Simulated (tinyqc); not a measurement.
From results back to parameters: delta-doped layer in the Thomas-Fermi potential. Five cases, with inputs chosen for the exercise.

Problem. The depth of the well was computed from a hidden sheet density.

All donors ionised in the plane z = 0, zero temperature, energies from the Fermi level EF of the Thomas-Fermi model, which lies at the bulk band edge; c = hbar^2/2m0, q = e^2/(4 pi eps0). gv = 4 equivalent valleys, m_d = sqrt(m3^3/mz) in the plane. With n = (gv/3 pi^2)(m3 (-V)/c)^(3/2) and V'' = -(4 pi q/eps) n for z > 0, the solution is V = -b/(|z| + z0)^4 with sqrt(b) = 20/K, K = (4 pi q/eps)(gv/3 pi^2)(m3/c)^(3/2), and z0^5 = 4b/(e F0), e F0 = 2 pi q N/eps; 1e13/cm^2 = 1e-3/angstrom^2. Exchange and correlation are left out.

Constants: hbar^2/2m0 = 3.80998211 eV angstrom^2; e^2/(4 pi eps0) = 14.39964547 eV angstrom.

Find: b; z0; N.

Method. b does not depend on N; z0 = (b/depth)^(1/4), e F0 = 4b/z0^5 and N = eps e F0/(2 pi q).

Case 1.

Values chosen (out of a larger set: near those of a delta-doped layer in Ge; not measured data): m3 = 0.221 m0 (density-of-states mass of a valley); mz = 0.116 m0 (mass along z); eps = 16.3 (dielectric constant).

depth = 0.117233 eV

Solution.

b = 9.112e+05 eV angstrom^4
z0 = 52.80 angstrom
N = 1.60 x 1e13/cm^2

Case 2.

Values chosen (out of a larger set: near those of a delta-doped layer in Ge; not measured data): m3 = 0.212 m0 (density-of-states mass of a valley); mz = 0.117 m0 (mass along z); eps = 16.3 (dielectric constant).

depth = 0.072464 eV

Solution.

b = 1.032e+06 eV angstrom^4
z0 = 61.44 angstrom
N = 0.850 x 1e13/cm^2

Case 3.

Values chosen (out of a larger set: near those of a delta-doped layer in Ge; not measured data): m3 = 0.223 m0 (density-of-states mass of a valley); mz = 0.119 m0 (mass along z); eps = 15.8 (dielectric constant).

depth = 0.048780 eV

Solution.

b = 8.333e+05 eV angstrom^4
z0 = 64.29 angstrom
N = 0.530 x 1e13/cm^2

Case 4.

Values chosen (out of a larger set: near those of a delta-doped layer in Ge; not measured data): m3 = 0.228 m0 (density-of-states mass of a valley); mz = 0.123 m0 (mass along z); eps = 16.1 (dielectric constant).

depth = 0.055554 eV

Solution.

b = 8.096e+05 eV angstrom^4
z0 = 61.79 angstrom
N = 0.640 x 1e13/cm^2

Case 5.

Values chosen (out of a larger set: near those of a delta-doped layer in Ge; not measured data): m3 = 0.215 m0 (density-of-states mass of a valley); mz = 0.116 m0 (mass along z); eps = 16.4 (dielectric constant).

depth = 0.100697 eV

Solution.

b = 1.002e+06 eV angstrom^4
z0 = 56.16 angstrom
N = 1.30 x 1e13/cm^2

Computed by tinyqc, one run a case: `OMP_NUM_THREADS=1 python tinyqc.py N N+1 out.jsonl` with N = 1250048, 1250313, 1250327, 1250985, 1250992; one thread of a shared Intel(R) Xeon(R) Processor @ 2.30GHz, about 0.06 s a run at most.
